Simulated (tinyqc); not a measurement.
Conduction-band offset of an n-N heterojunction from carrier-profile moments: one step of the calculation.

Layer 1 (x < 0) accumulates electrons and layer 2 (x > 0) is depleted. Boltzmann statistics. The bands bend down by V1 in layer 1 and up by V2 in layer 2, with V1 + V2 = VD = dE + Vt ln[(N2/Nc2)/(N1/Nc1)].

Task. Division of the diffusion potential. Sheet densities from the first integral: Q1 = sqrt((2 eps0 eps_r Vt N1/q)(exp(u1) - u1 - 1)) extra electrons, Q2 = sqrt((2 eps0 eps_r Vt N2/q)(exp(-u2) + u2 - 1)) missing ones, u = V/Vt; neutrality Q1 = Q2 + si. Q1 - Q2 rises steadily with V1, so V1 follows by bisection.

Values chosen for this exercise; values of the order of III-V alloys:

| symbol | value | unit | meaning |
|---|---|---|---|
| T | 300 | K | temperature |
| eps_r | 12.2 |  | relative permittivity of both layers |
| Nc1 | 5.2e17 | cm^-3 | density of states of the narrow-gap layer 1 |
| Nc2 | 7.1e17 | cm^-3 | density of states of the wide-gap layer 2 |
| dE | 0.15 | eV | conduction-band offset |
| N1 | 1.3e16 | cm^-3 | donor density in layer 1 |
| N2 | 5.5e16 | cm^-3 | donor density in layer 2 |
| si | 0 | cm^-2 | fixed charge at the interface |

Constants: q = 1.602176634e-19 C, kB = 1.380649e-23 J/K, Vt = kB T/q, eps0 = 8.8541878128e-14 F/cm where lengths are in cm. Results are converted to the units shown.

Find: VD; V1; V2; Q1; n at x = 0-; n at x = 0+.

Result.

VD = 0.1792 V
V1 = 0.07327 V
V2 = 0.1060 V
Q1 = 2.444e11 cm^-2
n at x = 0- = 2.212e17 cm^-3
n at x = 0+ = 9.123e14 cm^-3

n drops across the interface by 242 = (Nc1/Nc2) exp(dE/Vt).

tinyqc, about 0.07 s, one thread, Intel Xeon 2.30GHz (shared host): `OMP_NUM_THREADS=1 python tinyqc.py 2410043 2410044 out.jsonl`
